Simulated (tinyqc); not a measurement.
Capillary instabilities by surface diffusion: grooving and agglomeration of films, edge retraction, wire break-up and smoothing of roughness: one step, computed by the program tinyqc.

Isotropic surface energy; shapes change by surface diffusion alone.

Question. Retraction of a straight edge. A rim shaped as a circular segment with contact angle theta holds the area h x; its radius r obeys r^2 (theta - sin theta cos theta) = h x. To advance, the edge must carry a strip of the rim height H = r (1 - cos theta) over the rim, driven by the curvature 1/r over the distance r theta (the scaling argument of Brandon and Bradshaw): H dx/dt = B/(theta r^2) gives x^(5/2) = (5/2) B t c^(3/2)/(theta (1 - cos theta) h^(3/2)), c = theta - sin theta cos theta.

Inputs (values chosen for the exercise, for a model film): contact angle on the substrate theta = 90 degrees; temperature T = 814 K; time t = 750 s; film thickness h = 11 nm.

B = 54000.45 nm^4/s

Give: retraction x; rim height H; present speed.

Answer.

retraction x = 413.57 nm

rim height H = 53.816 nm

present speed = 0.22057 nm/s

The rim is 4.9 times the film thickness. x goes as t^(2/5) h^(-3/5): thin films retract faster.
